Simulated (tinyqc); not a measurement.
Electromigration in a confined line: Blech product, Korhonen stress evolution and Black's law. From one set of inputs to another, one input at a time. Computed by tinyqc, a small Python program. Command: `OMP_NUM_THREADS=1 python tinyqc.py 3014810 3014811 out.jsonl emigr ladder`. One thread of a shared host (Intel(R) Xeon(R) Processor @ 2.30GHz), about 0.01 s of CPU time with the checks.

The electron wind pushes atoms from the cathode (x = 0) to the anode (x = L); blocking ends build a back stress (tension positive). The input rho is taken not to change with temperature. d sigma/dt = d/dx [kappa (d sigma/dx + G)], with zero flux at both ends and sigma = sigma_0 at t = 0.

The inputs printed are set A. Set A is close to those used for copper lines; the values taken over come from a set close to those used for cobalt lines. Inputs not listed in the table keep their values of set A, so the rows need not describe a real material.

Inputs (values chosen for the exercise, close to those used for copper lines):
```
quantity                      value          unit
resistivity rho                2.46  micro-ohm cm
atomic volume Omega            11.8    angstrom^3
effective charge number Z*      1.2             -
prefactor D0                6.9e-08         m^2/s
activation energy E           0.902            eV
effective modulus B              24           GPa
critical stress sigma_c         110           MPa
initial stress sigma_0           31           MPa
current density j              0.65       MA/cm^2
line length L                    55            um
test temperature T              260             C
```

Start: thermal stress.

Constants: e = 1.602176634e-19 C; k_B = 8.617333262e-05 eV/K; k_B = 1.380649e-23 J/K.

Method:
- G = Z* e rho j/Omega; D = D0 exp(-E/(k_B T)); kappa = D B Omega/(k_B T); drift velocity of an unconfined line v = D Z* e rho j/(k_B T). SI: 1 micro-ohm cm = 1e-8 ohm m, 1 MA/cm^2 = 1e10 A/m^2.
- Temperatures in kelvin are T(C) + 273.15.
- At steady state sigma(x) = sigma_0 + G (L/2 - x). A void forms only if the cathode stress reaches sigma_c, that is if j L exceeds (j L)_c = 2 Omega (sigma_c - sigma_0)/(Z* e rho). Time scale tau = L^2/kappa.

Each row keeps all changes above it:
```
input moved                                                  from             to  critical product (j L)_c (A/cm)     tau (h)  drift velocity (nm/h)
set A                                                           -              -                             3942  1.0638e+02             3.0868e+00
test temperature T (C)                                        260            250                             3942  1.5192e+02             2.1614e+00
prefactor D0 (m^2/s) and activation energy E (eV)  6.9e-08, 0.902  8.3e-07, 1.35                             3942  2.6135e+05             1.2565e-03
critical stress sigma_c (MPa)                                 110            470                            21905  2.6135e+05             1.2565e-03
effective modulus B (GPa)                                      24             43                            21905  1.4587e+05             1.2565e-03
current density j (MA/cm^2)                                  0.65            0.5                            21905  1.4587e+05             9.6652e-04
effective charge number Z*                                    1.2            2.7                             9736  1.4587e+05             2.1747e-03
```

Where does the difference come from?

Critical product (j L)_c goes from 3940 to 9740, a factor 2.47 in all. The largest single move comes from critical stress sigma_c (a factor 5.56), and effective charge number Z* works against it (a factor 0.444). tau goes from 106 to 146000, a factor 1370 in all. The largest single move comes from prefactor D0 with activation energy E (a factor 1720). Drift velocity goes from 3.09 to 0.00217, a factor 7.05e-4 in all. The largest single move comes from prefactor D0 with activation energy E (a factor 5.81e-4), and effective charge number Z* works against it (a factor 2.25). The single moves hold for this order of the switches; the total does not depend on the order.

Extremes, crossings and ranges named in words are read from the listed rows.
